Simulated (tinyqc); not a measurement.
A spin-degenerate level with charging energy between two leads, rate equations: one step of the calculation.

States 0, up, down and 2 with energies 0, e1 - Ez/2, e1 + Ez/2 and 2 e1 + U. mu_L = +V/2, mu_R = -V/2 (meV), f(x) = 1/(1 + exp(x/kB T)). A transition that adds one electron of given spin at the energy E has the rate G f(E - mu) from each lead, and its reverse G [1 - f(E - mu)]. I counts electrons leaving the left lead, times q.

Task. Steady state and current. Steady state: W p = 0 with sum p = 1. I = q GL sum over transitions i-j of [fL p_i - (1 - fL) p_j].

Inputs (values chosen for the exercise):
- GL = 1.8 1/ns (tunnel rate to the left lead)
- GR = 0.062 1/ns (tunnel rate to the right lead)

Constants: q = 1.602176634e-19 C. Results are converted to the units shown.

W (1/ns):
```
               0          up        down           2
0     -3.7225775   0.0001500   0.0012724   0.0000000
up     1.8618500  -0.2315042   0.0000000   1.6306458
down   1.8607276   0.0000000  -1.0086558   0.8546167
2      0.0000000   0.2313542   1.0073833  -2.4852625
```

fL, transition 0-up to down-2: [0.99999363, 0.99994510, 0.12851564, 0.55953335]

Wanted: p; mean number of electrons; I.

Result.

p: 0 0.00006, up 0.79219, down 0.09535, 2 0.11239
mean number of electrons = 1.1123
I = 2.2560 pA

In units of q GL GR/(GL + GR) = 9.60 pA the current is 0.235; two independent spin channels fully inside the bias window would give 2.

Range of the model: Rate equations need hbar G well below kB T; cotunnelling and the Kondo effect are left out.

Program tinyqc, `OMP_NUM_THREADS=1 python tinyqc.py 2780016 2780017 out.jsonl`; Intel Xeon 2.30GHz, shared host, one thread, about 0.01 s.
